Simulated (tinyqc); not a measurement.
Worked calculation: tight binding, honeycomb lattice. One step of it, computed by the program tinyqc.

Problem. Levels at k. Diagonalise the Hermitian matrix.

H(k) at k (eV):
```
                    A                   B
A            1.330000  0.608804+1.783135i
B  0.608804-1.783135i           -1.330000
```

Give: eigenvalues; weights |c|^2 of the basis functions.

Solution.

eigenvalues (eV): -2.306  2.306

weights |c|^2 of the basis functions:
```
   band 1  band 2
A   0.212   0.788
B   0.788   0.212
```
